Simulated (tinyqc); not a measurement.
Resistance of a tapered via with liner, size effect and interface: two steps of the calculation.

A round via whose diameter grows from db at the bottom as D(z) = db + 2 z/tan(ang). The fill, of diameter D - 2 tl, starts above the bottom liner (thickness fb tl) and has rho = rho0 (1 + ks lam/(D - 2 tl)); the sidewall liner conducts in parallel with it. The bottom liner and the interface are crossed over the full area pi db^2/4. Spreading in the lines above and below is left out.

Inputs (values chosen for the exercise); fill metal close to copper: diameter at the bottom db = 26 nm; height hv = 100 nm; sidewall angle ang = 87 degrees; bulk resistivity of the fill rho0 = 1.64 uohm cm; mean free path of the fill lam = 39.5 nm; size-effect factor ks = 1.1; liner on the sidewall tl = 1.9 nm; liner at the bottom over that on the sidewall fb = 0.7; resistivity of the liner rl = 410 uohm cm; interface resistivity at the bottom ri = 3.7e-12 ohm cm^2; ballistic conductance per area, about 3/(4 rho0 lam) Sb = 1.1e15 S/m^2.

Question 1. Slices of the via. Slices between z0 = fb tl and hv, evaluated at their midpoints: conductance per length pi/4 [(D - 2 tl)^2/rho + (D^2 - (D - 2 tl)^2)/rl], slice resistance = slice height over that. 8 slices.

Wanted: z; D; rho; slice resistance.

Answer 1.

```
slice  z (nm)  D (nm)  rho (uohm cm)  slice resistance (ohm)
0       7.497   26.79          4.740                   1.403
1       19.83   28.08          4.575                   1.214
2       32.16   29.37          4.427                   1.059
3       44.50   30.66          4.293                  0.9311
4       56.83   31.96          4.171                  0.8237
5       69.17   33.25          4.060                  0.7331
6       81.50   34.54          3.958                  0.6560
7       93.83   35.84          3.864                  0.5899
```

Question 2. Total resistance. R_fill = sum of the slices; R_bottom = rl fb tl/(pi db^2/4); R_interface = ri/(pi db^2/4); ballistic (Sharvin) limit 1/(Sb pi (db - 2 tl)^2/4); ideal cylinder rho0 hv/(pi db^2/4).

slice resistance, slice 0 to 7 (ohm): 1.4030699  1.2142822  1.0594441  0.93110719  0.82372039  0.73308617  0.65598821  0.58993222

Find: parts; R; shares; ballistic limit; ideal cylinder.

Answer 2.

parts (ohm): fill 7.411, bottom liner 10.27, interface 0.6969
R = 18.38 ohm
shares (%): fill 40.32, bottom liner 55.89, interface 3.79
ballistic limit = 2.349 ohm
ideal cylinder = 3.089 ohm

The bottom liner is the largest part, and R is 5.95 times the ideal cylinder. With 2000 slices R = 18.385 ohm.

Numbers from tinyqc (`OMP_NUM_THREADS=1 python tinyqc.py 2750131 2750132 out.jsonl`; about 0.01 s on one thread of a shared Intel Xeon 2.30GHz).
